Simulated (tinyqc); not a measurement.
Comparisons within one model: optical transitions of a finite quantum well. A value that a table varies takes the place of the one given here.

Each carrier sees a square well of width L with its own depth V and masses m (inside), mb (outside); c = hbar^2/2m0, k = sqrt(m E/c), kappa = sqrt(mb (V - E)/c), and level n solves k L + 2 atan[(k/m)/(kappa/mb)] = n pi. The envelope is cos(kz) for odd n and sin(kz) for even n inside, joins exp(-kappa (|z| - L/2)) outside, and is normalised to 1. Excitons and band mixing are left out.

Constants: hbar^2/2m0 = 3.80998211 eV angstrom^2; e^2/(4 pi eps0) = 14.39964547 eV angstrom; hc = 1239.841984 eV nm.

Parameters, chosen for this exercise (near those of an InGaAs well in InP; not measured data): L = 89 angstrom (well width); Vc = 0.254 eV (conduction offset); me = 0.0409 m0 (electron, well); meb = 0.0803 m0 (electron, barrier); eps = 12.2 (background dielectric constant); Nss = (0.037, 0.092, 0.18, 0.37, 0.55, 0.74, 1.1) x 1e12/cm^2 (sheet densities); Eg = 0.805 eV (gap of the well); Vv = 0.343 eV (valence offset); mh = 0.39 m0 (heavy hole along z, well); mhb = 0.547 m0 (heavy hole, barrier); ml = 0.0516 m0 (light hole along z, well); mlb = 0.1217 m0 (light hole, barrier); Ls = (35, 51, 67, 85, 102, 156, 184) angstrom (widths).

## Depolarisation shift

The collective line lies at E12 sqrt(1 + a), a = 8 pi q (n1 - n2) S/(eps E12), q = e^2/(4 pi eps0), S = integral over z of (integral up to z of psi_1 psi_2)^2. Zero temperature with the mass me in both subbands: n1 - n2 = Ns until Ns reaches D E12, D = me/(2 pi c), and D E12 beyond. 1e12/cm^2 = 1e-4/angstrom^2; exchange and the static band bending by the charge are left out.

Line position:
```
Ns (1e12/cm^2)  n1 - n2       a  line (meV)  shift (meV)
0.037             0.037  0.0060      139.31         0.41
0.092             0.092  0.0148      139.92         1.03
0.18              0.180  0.0290      140.90         2.00
0.37              0.370  0.0596      142.98         4.08
0.55              0.550  0.0886      144.92         6.02
0.74              0.740  0.1192      146.94         8.04
1.1               1.100  0.1772      150.70        11.80
```

S = 7.542 angstrom
E12 = 138.90 meV

What does this show?

The upward shift grows from 0.41 to 11.80 meV, 8.5 % of E12 at most. For small a the shift is a E12/2, linear in Ns; in the last row that rule gives 12.30 meV. S/L = 0.0847, against 5/(9 pi^2) = 0.0563 for hard walls.

## Width of the well

Edge wavelength hc/(Eg + e1 + hh1), squared e1-hh1 overlap, lh1 - hh1, and the 1-2 intersubband energy with f_12 = (m1/c) E12 z_12^2, 1/m1 = <1|1/m|1> (dash: e2 unbound).

Results:
```
L (angstrom)  edge (nm)  overlap^2  lh1 - hh1 (meV)  E12 (meV)   f_12
35               1277.9     0.8066             81.0          -      -
51               1353.8     0.8670             59.3          -      -
67               1400.9     0.9004             44.8      179.1  0.749
85               1435.3     0.9239             33.9      146.3  0.963
102              1457.3     0.9388             26.9      117.4  0.974
156              1494.8     0.9648             14.8       64.1  0.966
184              1505.0     0.9721             11.5       49.6  0.964
```

How do the results move?

The edge tunes from 1278 to 1505 nm, towards hc/Eg = 1540 nm, while the overlap goes from 0.807 to 0.972. e2 binds at L = pi sqrt(c/(me Vc)) = 60.2 angstrom; f_12 starts from zero there and is 0.749 at 67 angstrom, the rest going to the continuum; among the widths listed it peaks at 0.974 (102 angstrom) and is 0.964 in the widest well, against 0.961 for hard walls.

## What each parameter does

Edge wavelength hc/(Eg + e1 + hh1), squared overlap of e1 and hh1, and the confinement energies. Each row changes one parameter from the base and keeps the others.

Results:
```
case             edge (nm)  overlap^2  e1 (meV)  hh1 (meV)
base                1441.2     0.9279      46.0        9.3
L = 80 angstrom     1427.2     0.9184      52.5       11.2
Eg = 0.821 eV       1414.9     0.9279      46.0        9.3
Vc = 0.216 eV       1445.7     0.9154      43.3        9.3
Vv = 0.412 eV       1440.8     0.9225      46.0        9.5
me = 0.045 m0       1443.8     0.9352      44.4        9.3
mh = 0.332 m0       1439.2     0.9350      46.0       10.5
meb = 0.0964 m0     1445.3     0.9270      43.5        9.3
```

What does this show?

The largest shifts from the base row, up to three for each result and ties (the steps differ in size, so this ranks the rows, not the parameters). edge (nm): Eg -26.3, L -14.0, Vc +4.5. overlap^2: Vc -0.0125, L -0.0095, me +0.0073; unchanged at the printed digits by Eg. e1 (meV): L +6.6, Vc -2.7, meb -2.5; unchanged at the printed digits by Eg, Vv and mh. hh1 (meV): L +1.9, mh +1.2, Vv +0.2; unchanged at the printed digits by Eg, Vc, me and meb.

Computed by tinyqc, a small Python program: `OMP_NUM_THREADS=1 python tinyqc.py 1250788 1250789 out.jsonl` (the numbers bound the seed that draws the inputs); one thread of a shared host (Intel(R) Xeon(R) Processor @ 2.30GHz), about 0.09 s for the whole set of steps.
